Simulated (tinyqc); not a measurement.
Electron continuity equation in a given potential, Scharfetter-Gummel discretisation: three discretisations compared.

Steady state in one dimension: J = q mu n E + q D dn/dx with E = -dpsi/dx and D = mu Vt, dJ/dx = 0, fixed densities nL and nR at the ends. The potential is given, psi = 0 for x < L/2 and U (2 x/L - 1) beyond, and is not changed by the electrons.

8 equal intervals. Fluxes J_i = (q D/h)(n_(i+1) P_i - n_i Q_i), d_i = (psi_(i+1) - psi_i)/Vt: Scharfetter-Gummel P = B(d), Q = B(-d), B(d) = d/(exp(d) - 1); central P = 1 - d/2, Q = 1 + d/2; upwind P = 1 + max(-d, 0), Q = 1 + max(d, 0). Balance at each inner node: J_i - J_(i-1) = 0. The reference is Scharfetter-Gummel on 1600 intervals.

Parameters, values chosen for the exercise; mobility close to that of silicon at room temperature: temperature T = 250 K; electron mobility mu = 1370 cm^2/(V s); length of the region L = 6.1 um; density at x = 0 nL = 6.5e13 cm^-3; density at x = L nR = 1.1e15 cm^-3; potential difference psi(L) - psi(0) U = -0.087 V.

Constants: q = 1.602176634e-19 C, kB = 1.380649e-23 J/K, Vt = kB T/q. Results are converted to the units shown.

Densities (cm^-3):

| node | Scharfetter-Gummel | central | upwind | reference |
|---|---|---|---|---|
| 0 | 6.500e13 | 6.500e13 | 6.500e13 | 6.500e13 |
| 1 | 1.118e15 | 1.137e15 | 9.978e14 | 1.118e15 |
| 2 | 2.171e15 | 2.208e15 | 1.931e15 | 2.171e15 |
| 3 | 3.224e15 | 3.280e15 | 2.863e15 | 3.224e15 |
| 4 | 4.277e15 | 4.351e15 | 3.796e15 | 4.277e15 |
| 5 | 2.221e15 | 2.144e15 | 2.353e15 | 2.221e15 |
| 6 | 1.472e15 | 1.418e15 | 1.635e15 | 1.472e15 |
| 7 | 1.199e15 | 1.179e15 | 1.278e15 | 1.199e15 |
| 8 | 1.100e15 | 1.100e15 | 1.100e15 | 1.100e15 |

What does the comparison show?

Largest errors as a share of the largest reference density listed: Scharfetter-Gummel under 1e-7 %, central 1.8 %, upwind 11 %. The largest |d| is 1.01. Upwinding stays positive but acts as if D were larger by the factor 1 + |d|/2, up to 1.50 here.

tinyqc, about 0.01 s, one thread, Intel Xeon 2.30GHz (shared host): `OMP_NUM_THREADS=1 python tinyqc.py 2220118 2220119 out.jsonl`
